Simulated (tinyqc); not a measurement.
Inside a calculation. Method: plane-wave Kohn-Sham cycle with exchange-only LDA in a layered model solid. One step of it, computed by the program tinyqc.

Question. Iteration 2: potential. V_H(G) = 4 pi rho(G)/G^2 for G != 0 (uniform background); v_x = -(3 rho/pi)^(1/3); V = V_ext + V_H + v_x; Fourier components f(G_m) = (1/N) sum_j f(x_j) exp(-i G_m x_j).

A solid whose potential varies along x alone (atomic units):
```
parameter                      value
period a                    7.300000
cross-section of the cell  26.000000
electrons per cell                 2
grid points                       16
plane waves -n..n, n               2
k points                           4
V1 in V1 cos(2 pi x/a)     -0.580000
```

density after iteration 1 (e/bohr^3): 0.02141943  0.01965550  0.01542411  0.01093690  0.00778057  0.00617797  0.00556416  0.00537927  0.00534214  0.00537927  0.00556416  0.00617797  0.00778057  0.01093690  0.01542411  0.01965550

Give: Potentials on the grid; V(G_m), m = 0, 1, 2, ....

Answer.

Potentials on the grid (hartree):
```
x         V_ext      V_H      v_x        V
0.0000  -0.5800   0.1402  -0.2735  -0.7132
0.4562  -0.5359   0.1264  -0.2658  -0.6752
0.9125  -0.4101   0.0893  -0.2451  -0.5660
1.3687  -0.2220   0.0394  -0.2186  -0.4011
1.8250        0  -0.0118  -0.1951  -0.2070
2.2812   0.2220  -0.0562  -0.1807  -0.0149
2.7375   0.4101  -0.0894  -0.1745   0.1463
3.1938   0.5359  -0.1096  -0.1725   0.2537
3.6500   0.5800  -0.1164  -0.1721   0.2915
4.1063   0.5359  -0.1096  -0.1725   0.2537
4.5625   0.4101  -0.0894  -0.1745   0.1463
5.0187   0.2220  -0.0562  -0.1807  -0.0149
5.4750        0  -0.0118  -0.1951  -0.2070
5.9313  -0.2220   0.0394  -0.2186  -0.4011
6.3875  -0.4101   0.0893  -0.2451  -0.5660
6.8438  -0.5359   0.1264  -0.2658  -0.6752
```

V(G_m), m = 0, 1, 2, ... (hartree): -0.2094  -0.2515  -0.0010  0.0003  0.0002
